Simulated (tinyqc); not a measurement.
## Lifetime from the low-frequency admittance

Question. At low frequency a p+-n diode with a base of width wb has C_diff/G = (tau/2)(1 - 2 x/sinh 2x), x = wb/sqrt(Dp tau). Find tau, x and the limit of C_diff/G for infinite lifetime, wb^2/(3 Dp).

Inputs (values chosen for the exercise):

| symbol | value | unit | meaning |
|---|---|---|---|
| Dp | 4.6 | cm^2/s | hole diffusion coefficient |
| wb | 3.2 | um | width of the neutral base |

G = 1.3251399 S/cm^2
C_diff = 0.0081143330 uF/cm^2

Solution. The ratio rises steadily with tau from tau/2 (long base) towards wb^2/(3 Dp) (short base), so one lifetime matches as long as the ratio is below that limit.

tau = 5.00e-8 s
x = 0.667
limit of C_diff/G = 7.42e-9 s

Computed by the program tinyqc: `OMP_NUM_THREADS=1 python tinyqc.py 2890203 2890204 out.jsonl`, one thread of a shared Intel Xeon 2.30GHz, about 0.01 s for the whole run.
